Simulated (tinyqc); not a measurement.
Modulation-doped quantum well, Poisson-Schroedinger loop with local exchange and correlation: one step of the calculation.

A well of width L centred at z = 0 between barriers Vb; effective-mass electrons, parabolic bands. The electrons come from donor sheets outside the mesh, a share fL of Ns on the left and the rest on the right, so the structure is neutral. Energies are counted from the band edge of the well, with U = 0 on the first node in the Hartree part.

Problem. Density, output potential and mixing. n_i = sum_k N_k |psi_k|^2 (converted to cm^-3). Hartree part by Gauss: on the interval after node i the enclosed sheet charge is S_i = fL Ns - hz sum_(j<=i) n_j, and U_(i+1) = U_i + q S_i hz/(eps0 eps_r) in eV, U_1 = 0. Added to it: V_xc = -(2 Ry/(pi al rs)) [1 + 0.7734 (rs/21) ln(1 + 21/rs)] (Hedin-Lundqvist), al = (4/(9 pi))^(1/3), rs = (3/(4 pi n))^(1/3)/aB, aB = 4 pi eps0 eps_r hbar^2/(md m0 q^2), Ry = q/(8 pi eps0 eps_r aB) in eV. Mixing: U(new) = U + a (U(out) - U).

Parameters, values chosen for the exercise; material values close to those of GaAs in InGaP:
```
symbol   value   unit                               meaning
md      0.0663     m0                         in-plane mass
eps_r     12.7           relative permittivity (all layers)
Ns      3.2e11  cm^-2            sheet density of electrons
fL         0.7         share of the donors on the left side
a          0.5                                mixing factor
```

Constants: q = 1.602176634e-19 C, hbar = 1.054571817e-34 J s, m0 = 9.1093837015e-31 kg, eps0 = 8.8541878128e-14 F/cm where lengths are in cm. Results are converted to the units shown.

| node | z (nm) | self-consistent potential U at the start (eV) | \|psi\|^2 of E1 (1/nm) | \|psi\|^2 of E2 (1/nm) |
|---|---|---|---|---|
| 1 | -11.9 | 0 | 0.00001515 | 0.00022746 |
| 2 | -10.5 | 0 | 0.00010228 | 0.00120896 |
| 3 | -9.1 | 0 | 0.00050118 | 0.00423522 |
| 4 | -7.7 | 0 | 0.00230965 | 0.01328597 |
| 5 | -6.3 | 0 | 0.01050469 | 0.04026350 |
| 6 | -4.9 | 0 | 0.04129922 | 0.10776825 |
| 7 | -3.5 | 0 | 0.07495526 | 0.11642226 |
| 8 | -2.1 | 0 | 0.10494674 | 0.06488728 |
| 9 | -0.7 | 0 | 0.12250870 | 0.00884397 |
| 10 | 0.7 | 0 | 0.12250870 | 0.00884397 |
| 11 | 2.1 | 0 | 0.10494674 | 0.06488728 |
| 12 | 3.5 | 0 | 0.07495526 | 0.11642226 |
| 13 | 4.9 | 0 | 0.04129922 | 0.10776825 |
| 14 | 6.3 | 0 | 0.01050469 | 0.04026350 |
| 15 | 7.7 | 0 | 0.00230965 | 0.01328597 |
| 16 | 9.1 | 0 | 0.00050118 | 0.00423522 |
| 17 | 10.5 | 0 | 0.00010228 | 0.00120896 |
| 18 | 11.9 | 0 | 0.00001515 | 0.00022746 |

N_k (cm^-2): E1 2.8890997e11, E2 3.1090033e10

Give: n; U(out); U after round 1.

Solution.

| node | n (1e17 cm^-3) | U(out) (eV) | U after round 1 (eV) |
|---|---|---|---|
| 1 | 0.0011 | -0.000789 | -0.000394 |
| 2 | 0.0067 | 0.003141 | 0.001571 |
| 3 | 0.0276 | 0.006924 | 0.003462 |
| 4 | 0.1080 | 0.010383 | 0.005191 |
| 5 | 0.4287 | 0.013267 | 0.006634 |
| 6 | 1.5282 | 0.015414 | 0.007707 |
| 7 | 2.5275 | 0.018165 | 0.009083 |
| 8 | 3.2338 | 0.020717 | 0.010358 |
| 9 | 3.5669 | 0.022727 | 0.011364 |
| 10 | 3.5669 | 0.024004 | 0.012002 |
| 11 | 3.2338 | 0.024547 | 0.012273 |
| 12 | 2.5275 | 0.024548 | 0.012274 |
| 13 | 1.5282 | 0.024350 | 0.012175 |
| 14 | 0.4287 | 0.024757 | 0.012378 |
| 15 | 0.1080 | 0.024426 | 0.012213 |
| 16 | 0.0276 | 0.023520 | 0.011760 |
| 17 | 0.0067 | 0.022291 | 0.011145 |
| 18 | 0.0011 | 0.020914 | 0.010457 |

tinyqc, about 0.3 s, one thread, Intel Xeon 2.30GHz (shared host): `OMP_NUM_THREADS=1 python tinyqc.py 2140049 2140050 out.jsonl`
